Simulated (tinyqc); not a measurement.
# Thin film between two gates, subbands and threshold shift from confinement, step by step

tinyqc, about 0.08 s, one thread, Intel Xeon 2.30GHz (shared host): `OMP_NUM_THREADS=1 python tinyqc.py 2350024 2350025 out.jsonl` Printed values are rounded.

Undoped body with a flat potential across it, hard walls, transport along x. Three valley pairs (g = 2 each) with the longitudinal mass along x, y or z. Non-parabolicity enters the subband edges through E (1 + al E) = gamma, so E = 2 gamma/(1 + sqrt(1 + 4 al gamma)); motion within a subband is taken as parabolic with the band-edge mass. Energies are counted from the bulk band edge.

Parameters, values chosen for the exercise; masses close to those of silicon:
- T = 200 K (temperature)
- ml = 0.908 m0 (longitudinal mass)
- mt = 0.193 m0 (transverse mass)
- al = 0.5 1/eV (non-parabolicity)
- t = 8.2 nm (film thickness (along z))
- dl = 0 nm (widening of the box by penetration into the insulator)

Constants: q = 1.602176634e-19 C, kB = 1.380649e-23 J/K, hbar = 1.054571817e-34 J s, m0 = 9.1093837015e-31 kg, Vt = kB T/q, hbar^2/(2 m0) = 0.0380998212 eV nm^2. Results are converted to the units shown.

## Lowest subbands

gamma = C (pi k/(t + dl))^2/mz, C = hbar^2/(2 m0). List the 6 lowest, labelled by valley axis and quantum numbers, with degeneracy g and N_k: N_k = g sqrt(mx my) m0 kB T/(pi hbar^2).

```
subband	E_k (eV)	g	N_k (cm^-2)
z1	0.00614013	2	2.77899e12
z2	0.0243397	2	2.77899e12
x1	0.0285679	2	6.02770e12
y1	0.0285679	2	6.02770e12
z3	0.0539743	2	2.77899e12
z4	0.0941149	2	2.77899e12
```

## Threshold shift

Each subband has N_k = g sqrt(mx my) m0 kB T/(pi hbar^2); without degeneracy n = exp(EF/Vt) sum N_k exp(-E_k/Vt). Classical value Nc times t, Nc = sum over valleys of 2 g (m m0 kB T/(2 pi hbar^2))^1.5 with m = (mx my mz)^(1/3). Threshold shift dVT = Vt ln(classical value/sum N_k exp(-E_k/Vt)). Use the subbands listed.

shares, subband z1 to z4 (%): 38.5069  13.3946  22.7325  22.7325  2.3998  0.2337
sum N_k exp(-E_k/Vt) = 5.05388e12 cm^-2
Nc = 1.50725e19 cm^-3
classical value = 1.23595e13 cm^-2
dVT = 15.4124 mV

With all subbands dVT = 15.34 mV. The lowest edge lies at 6.14 meV; dVT is larger than that, since sum N_k exp(-(E_k - E_1)/Vt) falls short of the classical value.
